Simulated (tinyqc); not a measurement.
UHF in the 3-21g basis, for H3+, spin multiplicity 1, step by step (part 1 of 2). Computed by tinyqc, a small Python program that keeps every step (integrals from PySCF). Settings: charge = 1, multiplicity = 1, basis = 3-21g, energy threshold = 1e-10, iteration cap = 73, orthogonalisation = symmetric, start = core, DIIS depth = 0, damping = 0.2, method = UHF, break = 0.2. Command: `OMP_NUM_THREADS=1 python tinyqc.py 23622 23623 out.jsonl` (the two numbers bound the seeds that draw the settings). One thread of a shared host (Intel(R) Xeon(R) Processor @ 2.60GHz), about 0.1 s of CPU time with the checks. Later iterations appear only in the table of the cycle.

## One-electron integrals

Geometry (angstrom):

| atom | x | y | z |
|---|---|---|---|
| H | 0.00000 | 0.00000 | 0.00000 |
| H | 0.00000 | 0.00000 | 1.32700 |
| H | 0.00000 | 1.15000 | 0.66400 |

Basis 3-21g: exponents (1/bohr^2) and contraction coefficients of normalised primitives:

| element | l (shell) | exponent | coefficient |
|---|---|---|---|
| H | s (1) | 5.44718 | 0.15628 |
| H | s (1) | 0.82455 | 0.90469 |
| H | s (2) | 0.18319 | 1.00000 |

Overlap, kinetic and nuclear-attraction integrals over the contracted functions; the nuclear repulsion is the sum of Za Zb / Rab.

nuclear repulsion = 1.1959232 hartree

overlap S:
```
         1H 1s    1H 2s    2H 1s    2H 2s    3H 1s    3H 2s
1H 1s  1.00000  0.64590  0.06299  0.24963  0.06275  0.24929
1H 2s  0.64590  1.00000  0.24963  0.56215  0.24929  0.56169
2H 1s  0.06299  0.24963  1.00000  0.64590  0.06288  0.24947
2H 2s  0.24963  0.56215  0.64590  1.00000  0.24947  0.56194
3H 1s  0.06275  0.24929  0.06288  0.24947  1.00000  0.64590
3H 2s  0.24929  0.56169  0.24947  0.56194  0.64590  1.00000
```

kinetic energy T (hartree):
```
          1H 1s    1H 2s     2H 1s    2H 2s     3H 1s    3H 2s
1H 1s   1.54940  0.29315  -0.06266  0.04138  -0.06261  0.04123
1H 2s   0.29315  0.27479   0.04138  0.09516   0.04123  0.09500
2H 1s  -0.06266  0.04138   1.54940  0.29315  -0.06263  0.04131
2H 2s   0.04138  0.09516   0.29315  0.27479   0.04131  0.09508
3H 1s  -0.06261  0.04123  -0.06263  0.04131   1.54940  0.29315
3H 2s   0.04123  0.09500   0.04131  0.09508   0.29315  0.27479
```

nuclear attraction V (hartree):
```
          1H 1s     1H 2s     2H 1s     2H 2s     3H 1s     3H 2s
1H 1s  -2.51819  -1.29744  -0.12918  -0.50924  -0.12866  -0.50853
1H 2s  -1.29744  -1.45495  -0.50927  -0.88522  -0.50851  -0.88448
2H 1s  -0.12918  -0.50927  -2.51834  -1.29754  -0.12894  -0.50894
2H 2s  -0.50924  -0.88522  -1.29754  -1.45507  -0.50889  -0.88488
3H 1s  -0.12866  -0.50851  -0.12894  -0.50889  -2.51806  -1.29736
3H 2s  -0.50853  -0.88448  -0.50894  -0.88488  -1.29736  -1.45485
```

core Hamiltonian H = T + V (hartree):
```
          1H 1s     1H 2s     2H 1s     2H 2s     3H 1s     3H 2s
1H 1s  -0.96878  -1.00429  -0.19183  -0.46785  -0.19126  -0.46730
1H 2s  -1.00429  -1.18017  -0.46788  -0.79007  -0.46728  -0.78949
2H 1s  -0.19183  -0.46788  -0.96893  -1.00439  -0.19157  -0.46763
2H 2s  -0.46785  -0.79007  -1.00439  -1.18029  -0.46757  -0.78980
3H 1s  -0.19126  -0.46728  -0.19157  -0.46757  -0.96866  -1.00421
3H 2s  -0.46730  -0.78949  -0.46763  -0.78980  -1.00421  -1.18006
```

## Two-electron integrals

Functions are numbered as in S; the eight-fold symmetry (ij|kl) = (ji|kl) = (kl|ij) leaves the list below.

Two-electron integrals (ij|kl) in chemists' order, unique and non-zero (hartree):
```
(11|11) 1.14014   (21|11) 0.61140   (21|21) 0.34515   (22|11) 0.62637
(22|21) 0.38033   (22|22) 0.48296   (31|11) 0.04575   (31|21) 0.02751
(31|22) 0.03359   (31|31) 0.00405   (32|11) 0.11863   (32|21) 0.07521
(32|22) 0.10522   (32|31) 0.01240   (32|32) 0.05108   (33|11) 0.39843
(33|21) 0.25652   (33|22) 0.37910   (33|31) 0.04575   (33|32) 0.22541
(33|33) 1.14014   (41|11) 0.22541   (41|21) 0.12861   (41|22) 0.14428
(41|31) 0.01240   (41|32) 0.03448   (41|33) 0.11863   (41|41) 0.05108
(42|11) 0.30256   (42|21) 0.18679   (42|22) 0.24754   (42|31) 0.02186
(42|32) 0.07773   (42|33) 0.30256   (42|41) 0.07773   (42|42) 0.15262
(43|11) 0.25652   (43|21) 0.16458   (43|22) 0.24094   (43|31) 0.02751
(43|32) 0.12861   (43|33) 0.61140   (43|41) 0.07521   (43|42) 0.18679
(43|43) 0.34515   (44|11) 0.37910   (44|21) 0.24094   (44|22) 0.34732
(44|31) 0.03359   (44|32) 0.14428   (44|33) 0.62637   (44|41) 0.10522
(44|42) 0.24754   (44|43) 0.38033   (44|44) 0.48296   (51|11) 0.04556
(51|21) 0.02740   (51|22) 0.03346   (51|31) 0.00281   (51|32) 0.00829
(51|33) 0.02871   (51|41) 0.01120   (51|42) 0.01879   (51|43) 0.01836
(51|44) 0.02619   (51|51) 0.00402   (52|11) 0.11840   (52|21) 0.07507
(52|22) 0.10504   (52|31) 0.00831   (52|32) 0.02898   (52|33) 0.10658
(52|41) 0.03111   (52|42) 0.06332   (52|43) 0.06811   (52|44) 0.09800
(52|51) 0.01233   (52|52) 0.05095   (53|11) 0.02876   (53|21) 0.01839
(53|22) 0.02624   (53|31) 0.00281   (53|32) 0.01122   (53|33) 0.04566
(53|41) 0.00831   (53|42) 0.01883   (53|43) 0.02746   (53|44) 0.03353
(53|51) 0.00280   (53|52) 0.01121   (53|53) 0.00403   (54|11) 0.10661
(54|21) 0.06813   (54|22) 0.09804   (54|31) 0.00831   (54|32) 0.03114
(54|33) 0.11853   (54|41) 0.02899   (54|42) 0.06336   (54|43) 0.07514
(54|44) 0.10514   (54|51) 0.01119   (54|52) 0.04939   (54|53) 0.01237
(54|54) 0.05102   (55|11) 0.39815   (55|21) 0.25635   (55|22) 0.37890
(55|31) 0.02880   (55|32) 0.10670   (55|33) 0.39830   (55|41) 0.10667
(55|42) 0.23581   (55|43) 0.25644   (55|44) 0.37900   (55|51) 0.04556
(55|52) 0.22509   (55|53) 0.04566   (55|54) 0.22526   (55|55) 1.14014
(61|11) 0.22509   (61|21) 0.12843   (61|22) 0.14408   (61|31) 0.01123
(61|32) 0.03113   (61|33) 0.10660   (61|41) 0.04942   (61|42) 0.07413
(61|43) 0.06812   (61|44) 0.09802   (61|51) 0.01233   (61|52) 0.03437
(61|53) 0.00830   (61|54) 0.03110   (61|55) 0.11840   (61|61) 0.05095
(62|11) 0.30225   (62|21) 0.18661   (62|22) 0.24731   (62|31) 0.01885
(62|32) 0.06337   (62|33) 0.23573   (62|41) 0.07416   (62|42) 0.13903
(62|43) 0.14879   (62|44) 0.20985   (62|51) 0.02176   (62|52) 0.07756
(62|53) 0.01882   (62|54) 0.07411   (62|55) 0.30225   (62|61) 0.07756
(62|62) 0.15237   (63|11) 0.10667   (63|21) 0.06816   (63|22) 0.09808
(63|31) 0.01123   (63|32) 0.04945   (63|33) 0.22526   (63|41) 0.03115
(63|42) 0.07418   (63|43) 0.12853   (63|44) 0.14419   (63|51) 0.00829
(63|52) 0.03111   (63|53) 0.01237   (63|54) 0.03443   (63|55) 0.11853
(63|61) 0.02897   (63|62) 0.06334   (63|63) 0.05102   (64|11) 0.23577
(64|21) 0.14882   (64|22) 0.20990   (64|31) 0.01885   (64|32) 0.07419
(64|33) 0.30242   (64|41) 0.06339   (64|42) 0.13908   (64|43) 0.18671
(64|44) 0.24743   (64|51) 0.01879   (64|52) 0.07410   (64|53) 0.02182
(64|54) 0.07765   (64|55) 0.30242   (64|61) 0.06331   (64|62) 0.13899
(64|63) 0.07765   (64|64) 0.15251   (65|11) 0.25635   (65|21) 0.16447
(65|22) 0.24082   (65|31) 0.01842   (65|32) 0.06818   (65|33) 0.25644
(65|41) 0.06816   (65|42) 0.14885   (65|43) 0.16453   (65|44) 0.24088
(65|51) 0.02740   (65|52) 0.12843   (65|53) 0.02746   (65|54) 0.12853
(65|55) 0.61140   (65|61) 0.07507   (65|62) 0.18661   (65|63) 0.07514
(65|64) 0.18671   (65|65) 0.34515   (66|11) 0.37890   (66|21) 0.24082
(66|22) 0.34718   (66|31) 0.02628   (66|32) 0.09812   (66|33) 0.37900
(66|41) 0.09810   (66|42) 0.20995   (66|43) 0.24088   (66|44) 0.34725
(66|51) 0.03346   (66|52) 0.14408   (66|53) 0.03353   (66|54) 0.14419
(66|55) 0.62637   (66|61) 0.10504   (66|62) 0.24731   (66|63) 0.10514
(66|64) 0.24743   (66|65) 0.38033   (66|66) 0.48296
```

## Orthogonalisation

S = U s U^T; symmetric (Loewdin) form X = U s^(-1/2) U^T, so that X^T S X = 1.

eigenvalues of S: 0.21910  0.21924  0.37593  1.15570  1.15636  2.87367

X:
```
          1H 1s     1H 2s     2H 1s     2H 2s     3H 1s     3H 2s
1H 1s   1.24738  -0.49926   0.03553   0.01101   0.03554   0.01108
1H 2s  -0.49926   1.53697   0.01103  -0.31755   0.01106  -0.31697
2H 1s   0.03553   0.01103   1.24739  -0.49928   0.03553   0.01107
2H 2s   0.01101  -0.31755  -0.49928   1.53720   0.01102  -0.31729
3H 1s   0.03554   0.01106   0.03553   0.01102   1.24738  -0.49924
3H 2s   0.01108  -0.31697   0.01107  -0.31729  -0.49924   1.53676
```

## Starting guess

The start is the orbitals of the core Hamiltonian, with HOMO and LUMO mixed by +/-0.2 rad for the two spins; D(s) = C_occ C_occ^T for each spin.

D(alpha) at the start:
```
         1H 1s    1H 2s    2H 1s    2H 2s    3H 1s    3H 2s
1H 1s  0.03483  0.02400  0.04260  0.03734  0.06163  0.07018
1H 2s  0.02400  0.01653  0.02935  0.02573  0.04246  0.04835
2H 1s  0.04260  0.02935  0.05209  0.04567  0.07537  0.08583
2H 2s  0.03734  0.02573  0.04567  0.04003  0.06607  0.07524
3H 1s  0.06163  0.04246  0.07537  0.06607  0.10905  0.12418
3H 2s  0.07018  0.04835  0.08583  0.07524  0.12418  0.14141
```

D(beta) at the start:
```
         1H 1s    1H 2s    2H 1s    2H 2s    3H 1s    3H 2s
1H 1s  0.09615  0.10579  0.08336  0.08371  0.05152  0.02897
1H 2s  0.10579  0.11640  0.09172  0.09211  0.05668  0.03188
2H 1s  0.08336  0.09172  0.07227  0.07258  0.04467  0.02512
2H 2s  0.08371  0.09211  0.07258  0.07288  0.04486  0.02522
3H 1s  0.05152  0.05668  0.04467  0.04486  0.02761  0.01552
3H 2s  0.02897  0.03188  0.02512  0.02522  0.01552  0.00873
```

## Iteration 1: building the Fock matrix

J_ij = sum D_kl (ij|kl) with D = D(alpha) + D(beta), K_ij = sum D_kl (ik|jl) for each spin; F = H + J - K(s); E = tr D H + tr D J / 2 - 0.5 sum_s tr D(s) K(s) + E_nn.

Coulomb J (hartree):
```
         1H 1s    1H 2s    2H 1s    2H 2s    3H 1s    3H 2s
1H 1s  1.12189  0.67676  0.07512  0.27549  0.07522  0.27533
1H 2s  0.67676  0.87535  0.27376  0.53203  0.27682  0.53356
2H 1s  0.07512  0.27376  1.11000  0.67078  0.07517  0.27368
2H 2s  0.27549  0.53203  0.67078  0.87074  0.27691  0.53274
3H 1s  0.07522  0.27682  0.07517  0.27691  1.13213  0.68190
3H 2s  0.27533  0.53356  0.27368  0.53274  0.68190  0.87932
```

exchange K(alpha) (hartree):
```
         1H 1s    1H 2s    2H 1s    2H 2s    3H 1s    3H 2s
1H 1s  0.18104  0.19035  0.10295  0.15647  0.13576  0.17662
1H 2s  0.19035  0.25258  0.17362  0.24331  0.24052  0.28233
2H 1s  0.10295  0.17362  0.24334  0.23919  0.15487  0.20573
2H 2s  0.15647  0.24331  0.23919  0.29028  0.25251  0.29993
3H 1s  0.13576  0.24052  0.15487  0.25251  0.43593  0.38291
3H 2s  0.17662  0.28233  0.20573  0.29993  0.38291  0.39738
```

exchange K(beta) (hartree):
```
         1H 1s    1H 2s    2H 1s    2H 2s    3H 1s    3H 2s
1H 1s  0.39336  0.35178  0.16544  0.24938  0.12027  0.22111
1H 2s  0.35178  0.37451  0.23019  0.30890  0.15897  0.26605
2H 1s  0.16544  0.23019  0.31319  0.29227  0.10781  0.19433
2H 2s  0.24938  0.30890  0.29227  0.33036  0.15135  0.25051
3H 1s  0.12027  0.15897  0.10781  0.15135  0.15383  0.16839
3H 2s  0.22111  0.26605  0.19433  0.25051  0.16839  0.23529
```

F(alpha) (hartree):
```
          1H 1s     1H 2s     2H 1s     2H 2s     3H 1s     3H 2s
1H 1s  -0.02793  -0.51789  -0.21966  -0.34883  -0.25180  -0.36860
1H 2s  -0.51789  -0.55740  -0.36774  -0.50135  -0.43098  -0.53825
2H 1s  -0.21966  -0.36774  -0.10228  -0.57279  -0.27127  -0.39968
2H 2s  -0.34883  -0.50135  -0.57279  -0.59982  -0.44317  -0.55699
3H 1s  -0.25180  -0.43098  -0.27127  -0.44317  -0.27245  -0.70522
3H 2s  -0.36860  -0.53825  -0.39968  -0.55699  -0.70522  -0.69812
```

F(beta) (hartree):
```
          1H 1s     1H 2s     2H 1s     2H 2s     3H 1s     3H 2s
1H 1s  -0.24025  -0.67931  -0.28215  -0.44174  -0.23631  -0.41309
1H 2s  -0.67931  -0.67933  -0.42432  -0.56694  -0.34943  -0.52197
2H 1s  -0.28215  -0.42432  -0.17212  -0.62588  -0.22421  -0.38827
2H 2s  -0.44174  -0.56694  -0.62588  -0.63991  -0.34202  -0.50757
3H 1s  -0.23631  -0.34943  -0.22421  -0.34202   0.00964  -0.49070
3H 2s  -0.41309  -0.52197  -0.38827  -0.50757  -0.49070  -0.53603
```

total energy of this density = -1.1670425 hartree

This density is the starting one.

## Iteration 1: diagonalisation and new density

Diagonalise F' = X^T F X, C = X C', fill 1 alpha and 1 beta electrons from the bottom; D(s) = C_occ C_occ^T; the new density keeps 0.2 of the old one (damping). Each column has its largest component positive (the first on a tie).

F' = X^T F X (alpha) (hartree):
```
          1         2         3         4         5         6
1   0.43777  -0.57691  -0.03081  -0.09446  -0.04550  -0.10560
2  -0.57691   0.00774  -0.10047  -0.13287  -0.12508  -0.15002
3  -0.03081  -0.10047   0.37702  -0.60117  -0.05642  -0.11935
4  -0.09446  -0.13287  -0.60117  -0.01641  -0.13283  -0.15993
5  -0.04550  -0.12508  -0.05642  -0.13283   0.24690  -0.67189
6  -0.10560  -0.15002  -0.11935  -0.15993  -0.67189  -0.06872
```

orbital energies (alpha) (hartree): MO1 -0.93978, MO2 -0.27917, MO3 -0.22838, MO4 0.76237, MO5 0.79762, MO6 0.87164

coefficients C (alpha):
```
           MO1       MO2       MO3       MO4       MO5       MO6
1H 1s  0.16286  -0.09963   0.24118   0.23583   0.79253   1.01472
1H 2s  0.17249  -0.32674   0.95242  -0.36143  -1.00437  -0.79377
2H 1s  0.19645  -0.20406  -0.17638   0.47943  -0.97508   0.71837
2H 2s  0.22997  -0.67512  -0.69890  -0.65733   1.08174  -0.46330
3H 1s  0.28774   0.25728  -0.04381  -1.14868  -0.24595   0.52640
3H 2s  0.37670   0.85177  -0.17278   1.34078   0.22557  -0.25773
```

F' = X^T F X (beta) (hartree):
```
          1         2         3         4         5         6
1   0.27042  -0.65664  -0.06280  -0.13477  -0.03756  -0.11677
2  -0.65664  -0.05917  -0.12939  -0.16539  -0.09675  -0.14195
3  -0.06280  -0.12939   0.32196  -0.62739  -0.03232  -0.10735
4  -0.13477  -0.16539  -0.62739  -0.03841  -0.09270  -0.13543
5  -0.03756  -0.09675  -0.03232  -0.09270   0.46924  -0.56594
6  -0.11677  -0.14195  -0.10735  -0.13543  -0.56594   0.02022
```

orbital energies (beta) (hartree): MO1 -0.94000, MO2 -0.28542, MO3 -0.22215, MO4 0.76111, MO5 0.79248, MO6 0.87825

coefficients C (beta):
```
           MO1       MO2       MO3       MO4       MO5       MO6
1H 1s  0.26898   0.25181  -0.08779  -1.02279  -0.61325   0.49229
1H 2s  0.34713   0.81782  -0.35476   1.22184   0.59343  -0.22989
2H 1s  0.23153  -0.24157  -0.12485   0.74324  -0.91421   0.54064
2H 2s  0.28746  -0.78498  -0.50588  -0.94098   0.94625  -0.28009
3H 1s  0.14734  -0.02966   0.25279   0.08158   0.65954   1.13129
3H 2s  0.14482  -0.09441   1.01858  -0.13361  -0.92331  -0.93516
```

D(alpha) after iteration 1:
```
         1H 1s    1H 2s    2H 1s    2H 2s    3H 1s    3H 2s
1H 1s  0.02818  0.02727  0.03411  0.03743  0.04982  0.06312
1H 2s  0.02727  0.02711  0.03298  0.03688  0.04820  0.06165
2H 1s  0.03411  0.03298  0.04129  0.04528  0.06030  0.07637
2H 2s  0.03743  0.03688  0.04528  0.05032  0.06615  0.08435
3H 1s  0.04982  0.04820  0.06030  0.06615  0.08805  0.11155
3H 2s  0.06312  0.06165  0.07637  0.08435  0.11155  0.14181
```

D(beta) after iteration 1:
```
         1H 1s    1H 2s    2H 1s    2H 2s    3H 1s    3H 2s
1H 1s  0.07711  0.09585  0.06649  0.07860  0.04201  0.03696
1H 2s  0.09585  0.11968  0.08264  0.09825  0.05225  0.04659
2H 1s  0.06649  0.08264  0.05734  0.06776  0.03622  0.03185
2H 2s  0.07860  0.09825  0.06776  0.08068  0.04285  0.03835
3H 1s  0.04201  0.05225  0.03622  0.04285  0.02289  0.02017
3H 2s  0.03696  0.04659  0.03185  0.03835  0.02017  0.01852
```

## Iteration 2: building the Fock matrix

As before.

Coulomb J (hartree):
```
         1H 1s    1H 2s    2H 1s    2H 2s    3H 1s    3H 2s
1H 1s  1.10506  0.66880  0.07431  0.27239  0.07445  0.27229
1H 2s  0.66880  0.86928  0.27067  0.52813  0.27375  0.52973
2H 1s  0.07431  0.27067  1.09332  0.66291  0.07437  0.27062
2H 2s  0.27239  0.52813  0.66291  0.86475  0.27381  0.52886
3H 1s  0.07445  0.27375  0.07437  0.27381  1.11502  0.67380
3H 2s  0.27229  0.52973  0.27062  0.52886  0.67380  0.87313
```

exchange K(alpha) (hartree):
```
         1H 1s    1H 2s    2H 1s    2H 2s    3H 1s    3H 2s
1H 1s  0.18363  0.19698  0.10327  0.16056  0.13289  0.17859
1H 2s  0.19698  0.26477  0.17533  0.25181  0.23567  0.28694
2H 1s  0.10327  0.17533  0.23598  0.23858  0.14859  0.20317
2H 2s  0.16056  0.25181  0.23858  0.29722  0.24552  0.30185
3H 1s  0.13289  0.23567  0.14859  0.24552  0.40389  0.36541
3H 2s  0.17859  0.28694  0.20317  0.30185  0.36541  0.39227
```

exchange K(beta) (hartree):
```
         1H 1s    1H 2s    2H 1s    2H 2s    3H 1s    3H 2s
1H 1s  0.36630  0.33770  0.15729  0.24206  0.11977  0.21862
1H 2s  0.33770  0.37197  0.22456  0.30958  0.16383  0.27296
2H 1s  0.15729  0.22456  0.29607  0.28495  0.10830  0.19420
2H 2s  0.24206  0.30958  0.28495  0.33262  0.15688  0.25883
3H 1s  0.11977  0.16383  0.10830  0.15688  0.16121  0.17870
3H 2s  0.21862  0.27296  0.19420  0.25883  0.17870  0.25030
```

F(alpha) (hartree):
```
          1H 1s     1H 2s     2H 1s     2H 2s     3H 1s     3H 2s
1H 1s  -0.04736  -0.53247  -0.22080  -0.35602  -0.24970  -0.37360
1H 2s  -0.53247  -0.57566  -0.37254  -0.51374  -0.42920  -0.54669
2H 1s  -0.22080  -0.37254  -0.11159  -0.58006  -0.26579  -0.40018
2H 2s  -0.35602  -0.51374  -0.58006  -0.61276  -0.43929  -0.56279
3H 1s  -0.24970  -0.42920  -0.26579  -0.43929  -0.25752  -0.69582
3H 2s  -0.37360  -0.54669  -0.40018  -0.56279  -0.69582  -0.69921
```

F(beta) (hartree):
```
          1H 1s     1H 2s     2H 1s     2H 2s     3H 1s     3H 2s
1H 1s  -0.23003  -0.67319  -0.27482  -0.43752  -0.23659  -0.41363
1H 2s  -0.67319  -0.68286  -0.42177  -0.57152  -0.35736  -0.53272
2H 1s  -0.27482  -0.42177  -0.17169  -0.62643  -0.22549  -0.39121
2H 2s  -0.43752  -0.57152  -0.62643  -0.64815  -0.35064  -0.51976
3H 1s  -0.23659  -0.35736  -0.22549  -0.35064  -0.01484  -0.50911
3H 2s  -0.41363  -0.53272  -0.39121  -0.51976  -0.50911  -0.55724
```

total energy of this density = -1.1752134 hartree

This density is a damped mixture and is not idempotent.
